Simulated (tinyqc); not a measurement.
# Core-level spacing from the offsets

Problem. For an overlayer B on a substrate A, dEv = (iB - iA) - (cB - vB) + (cA - vA) in binding energies, and dEc + dEv = EgB - EgA. Find dEv and the spacing iB - iA that a thin film must show.

Parameters, values chosen for the exercise:
- EgA = 3.41 eV (gap of the substrate A)
- EgB = 4.43 eV (gap of the overlayer B)

dEc = 0.51147541 eV
cA - vA = 19.538525 eV
cB - vB = 40.24 eV

Solution. The gaps give dEv, and the Kraut relation is solved for the spacing.

dEv = 0.50852 eV
iB - iA = 21.210 eV

Computed by the program tinyqc: `OMP_NUM_THREADS=1 python tinyqc.py 2410140 2410141 out.jsonl`, one thread of a shared Intel Xeon 2.30GHz, about 0.01 s for the whole run.
